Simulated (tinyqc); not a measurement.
Potential-pH (Pourbaix) lines of a metal, its cation, its oxide and an oxyanion, with a complexing ligand: one step, computed by the program tinyqc.

Potentials are against the standard hydrogen electrode; solids and water have unit activity; dG_f of M, H+ and the electron is zero; F = e N_A and s = R T ln(10)/F. The cation carries z = 2.

Problem. The stable species at (pH, E). M2+ + 2e = M; MO + 2H+ + 2e = M + H2O; MO2(2-) + 4H+ + 2e = M + 2H2O. For each, E0 = -dG/(z F), and E = E0 + (s/z) log10 a - (s n_H/z) pH, with no activity term for the oxide. The metal is stable below the lowest of the three lines; above it, the species of the lowest line is stable. Water lines at 1 bar: hydrogen E = -s pH, oxygen E = -dG_f(water)/(2F) - s pH.

Inputs (values chosen for the exercise, modelled on zinc):
```
quantity                             value    unit
dG_f of water                      -237.14  kJ/mol
temperature T                       298.15       K
log10 of the dissolved activity a       -4       -
pH                                     4.9       -
potential E                           0.78       V
```

Species: M, M2+, MO, MO2(2-).

E0 (V): cation -0.7768020, oxide -0.4280962, oxyanion 0.3920803

s = 0.05915935 V

Constants: e = 1.602176634e-19 C; N_A = 6.02214076e+23 1/mol.

Give: lines at this pH; upper limit of immunity; hydrogen line; oxygen line; E above the limit of immunity.

Solution.

lines at this pH (V): cation -0.8951, oxide -0.7180, oxyanion -0.3060

upper limit of immunity = -0.8951 V

hydrogen line = -0.2899 V

oxygen line = 0.9390 V

E above the limit of immunity = 1.675 V

Stable here: the cation (corrosion). Water itself can oxidise the metal at this pH. Caution: other oxidation states, hydroxides and hydrides are left out, and the lines say nothing of rates.
